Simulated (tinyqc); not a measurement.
Worked calculation: empirical pseudopotential in a few plane waves. One step of it, computed by the program tinyqc.

Question. Bloch Hamiltonian at G. Basis: the 15 shortest G (labels in 2 pi/a), the same at every k. H(G,G') = c |k + G|^2 delta + VS(|G-G'|^2) cos((G-G').tau) + i VA sin((G-G').tau), tau = a/8 (1,1,1); 1 Ry = 13.605693 eV.

Parameters chosen for this model: fcc lattice, atoms at +/- a/8 (1,1,1); form factors in rydberg at |G|^2 in units of (2 pi/a)^2:
```
parameter                 value      unit
a                      5.950000  angstrom
VS(3)                 -0.217000        Ry
VS(8)                  0.038000        Ry
VS(11)                 0.070000        Ry
VA(3)                         0        Ry
VA(4)                         0        Ry
VA(11)                        0        Ry
hbar^2/2m (2 pi/a)^2   4.248628        eV
```

k point G (2 pi / a): 0  0  0

Give: H(k) at G.

Answer.

H(k) at G (eV), lower triangle:
```
        +0+0+0  -1-1-1  -1-1+1  -1+1-1  -1+1+1  +1-1-1  +1-1+1  +1+1-1
+0+0+0   0.000
-1-1-1   2.088  12.746
-1-1+1  -2.088   0.000  12.746
-1+1-1  -2.088   0.000   0.517  12.746
-1+1+1  -2.088  -0.517   0.000   0.000  12.746
+1-1-1  -2.088   0.000   0.517   0.517   0.000  12.746
+1-1+1  -2.088  -0.517   0.000   0.000   0.517   0.000  12.746
+1+1-1  -2.088  -0.517   0.000   0.000   0.517   0.000   0.517  12.746
+1+1+1   2.088   0.000  -0.517  -0.517   0.000  -0.517   0.000   0.000
-2+0+0   0.000  -2.088  -2.088  -2.088   2.088   0.673  -0.673  -0.673
+0-2+0   0.000  -2.088  -2.088   0.673  -0.673  -2.088   2.088  -0.673
+0+0-2   0.000  -2.088   0.673  -2.088  -0.673  -2.088  -0.673   2.088
+0+0+2   0.000  -0.673   2.088  -0.673  -2.088  -0.673  -2.088   0.673
+0+2+0   0.000  -0.673  -0.673   2.088  -2.088  -0.673   0.673  -2.088
+2+0+0   0.000  -0.673  -0.673  -0.673   0.673   2.088  -2.088  -2.088

        +1+1+1  -2+0+0  +0-2+0  +0+0-2  +0+0+2  +0+2+0  +2+0+0
+1+1+1  12.746
-2+0+0  -0.673  16.995
+0-2+0  -0.673   0.517  16.995
+0+0-2  -0.673   0.517   0.517  16.995
+0+0+2  -2.088  -0.517  -0.517   0.000  16.995
+0+2+0  -2.088  -0.517   0.000  -0.517   0.517  16.995
+2+0+0  -2.088   0.000  -0.517  -0.517   0.517   0.517  16.995
```
